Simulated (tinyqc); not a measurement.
# Abrupt p-n junction, non-linear Poisson equation by Newton steps: capacitance and field against bias

One dimension, p side on the left, n side on the right; net doping C = -Na for x < 0 and +Nd for x > 0. The potential psi is counted from the intrinsic level, and the quasi-Fermi potentials are flat: 0 for holes and -V for electrons, so n = ni exp((psi + V)/Vt) and p = ni exp(-psi/Vt) (Boltzmann statistics, full ionisation, no current).

The Poisson equation d/dx(eps0 eps_r dpsi/dx) = -q (p - n + C) is solved on a mesh of more than 1000 nodes that ends in neutral material (psi_p = -Vt ln(Na/ni), psi_n = Vt ln(Nd/ni) - V). C_j = q d/dV of the integral of p over x, from the linearised equation. ni = sqrt(Nc Nv) exp(-Eg/(2 Vt)), Eg in volts. Depletion approximation: Vbi = Vt ln(Na Nd/ni^2), W = sqrt(2 eps0 eps_r (Vbi - V)(1/Na + 1/Nd)/q), xp = W Nd/(Na + Nd), xn = W Na/(Na + Nd), peak field 2 (Vbi - V)/W, capacitance eps0 eps_r/W. The last column applies it to an abrupt Na-Nd junction.

Parameters, values chosen for the exercise; band and dielectric values those of a made-up semiconductor:
- T = 450 K (temperature)
- Eg = 1.39 eV (band gap)
- eps_r = 9.3 (relative permittivity)
- Nc = 4.7e19 cm^-3 (conduction-band density of states at T)
- Nv = 4.43e19 cm^-3 (valence-band density of states at T)
- Na = 3.4e17 cm^-3 (acceptor density of the p side)
- Nd = 6.4e17 cm^-3 (donor density of the n side)

Constants: q = 1.602176634e-19 C, kB = 1.380649e-23 J/K, Vt = kB T/q, eps0 = 8.8541878128e-14 F/cm where lengths are in cm. Results are converted to the units shown.

Capacitance and field against bias:
```
V (V)  peak |E| (kV/cm)  C_j (nF/cm^2)  1/C_j^2 (cm^4/uF^2)  eps0 eps_r/C_j (nm)  abrupt depletion C (nF/cm^2)
0.16              262.4          135.6                54.41                60.74                         129.4
-1.29             440.6          80.74                153.4                102.0                         79.38
-2.74             565.2          62.94                252.4                130.8                         62.29
-4.19             666.9          53.35                351.4                154.4                         52.95
-5.65             755.6          47.08                451.1                174.9                         46.81
-7.1              834.4          42.64                550.1                193.1                         42.43
-8.55             906.3          39.25                649.1                209.8                         39.09
-10               973.0          36.56                748.1                225.2                         36.43
```

Read the table: what changes, and by how much?

With V going from 0.16 to -10 V, C_j falls from 136 to 36.6 nF/cm^2 and the peak field rises from 262 to 973 kV/cm. The slope of 1/C_j^2, read as N = 2/(q eps0 eps_r |slope|), gives 2.22e17 cm^-3 between the first two rows and 2.22e17 cm^-3 between the last two, against Na Nd/(Na + Nd) = 2.22e17 cm^-3; the slopes of all rows agree within 0.01 %, as for uniform doping at both edges. At the end C_j goes as (Vbi - V)^(-0.50) with Vbi = 1.03 V, and it is 0.35 % above the abrupt depletion formula (at the first row 4.8 % above it). For V = -7.1, -8.55, -10 the peak field is at a level where avalanche or tunnelling currents, left out here, set in for such a gap.

Program tinyqc, `OMP_NUM_THREADS=1 python tinyqc.py 2000129 2000130 out.jsonl`; Intel Xeon 2.30GHz, shared host, one thread, about 0.02 s.
